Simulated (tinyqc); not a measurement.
# Diffusion length from constant photovoltage

Inverse problem. In a thick sample with a thin depletion layer the excess density at its edge goes as flux/(1/alpha + L), so the flux needed for a fixed surface photovoltage is proportional to 1/alpha + L. Find L.

photon flux for the same photovoltage at absorption coefficients 160 and 940 1/cm (relative units): 80.5  28.638298

Solution. The line of flux against 1/alpha meets zero at -L.

slope against 1/alpha = 1.000 1/um
L = 18.00 um

Computed by the program tinyqc: `OMP_NUM_THREADS=1 python tinyqc.py 2430096 2430097 out.jsonl`, one thread of a shared Intel Xeon 2.30GHz, about 0.01 s for the whole run.
